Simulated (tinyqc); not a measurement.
Inside a calculation. Method: ROHF in the sto-6g basis, for H4+, spin multiplicity 2. One step of it, computed by the program tinyqc.

Task: Iteration 2 (converged): orbitals. Diagonalise F' = X^T F X, C = X C', fill 2 alpha and 1 beta electrons from the bottom; D(s) = C_occ C_occ^T. Each column has its largest component positive (the first on a tie).

effective F (hartree), lower triangle:
```
           1H 1s      2H 1s      3H 1s      4H 1s
1H 1s  -0.413905
2H 1s  -0.321079  -0.413905
3H 1s  -0.103962  -0.070573  -0.413905
4H 1s  -0.070573  -0.103962  -0.321079  -0.413905
```

X, lower triangle:
```
           1H 1s      2H 1s      3H 1s     4H 1s
1H 1s   1.023626
2H 1s  -0.121578   1.023626
3H 1s  -0.034961  -0.003877   1.023626
4H 1s  -0.003877  -0.034961  -0.121578  1.023626
```

Give: F' = X^T F X; orbital energies; coefficients C; D(alpha) after iteration 2; D(beta) after iteration 2.

Result:

F' = X^T F X (hartree), lower triangle:
```
         1        2        3        4
1  -0.3532
2  -0.2337  -0.3532
3  -0.0640  -0.0268  -0.3532
4  -0.0268  -0.0640  -0.2337  -0.3532
```

orbital energies (hartree): MO1 -0.6777, MO2 -0.4961, MO3 -0.1567, MO4 -0.0822

coefficients C:
```
          MO1      MO2      MO3      MO4
1H 1s  0.4316   0.4704   0.5571   0.5881
2H 1s  0.4316   0.4704  -0.5571  -0.5881
3H 1s  0.4316  -0.4704   0.5571  -0.5881
4H 1s  0.4316  -0.4704  -0.5571   0.5881
```

D(alpha) after iteration 2, lower triangle:
```
         1H 1s    2H 1s   3H 1s   4H 1s
1H 1s   0.4076
2H 1s   0.4076   0.4076
3H 1s  -0.0350  -0.0350  0.4076
4H 1s  -0.0350  -0.0350  0.4076  0.4076
```

D(beta) after iteration 2, lower triangle:
```
        1H 1s   2H 1s   3H 1s   4H 1s
1H 1s  0.1863
2H 1s  0.1863  0.1863
3H 1s  0.1863  0.1863  0.1863
4H 1s  0.1863  0.1863  0.1863  0.1863
```
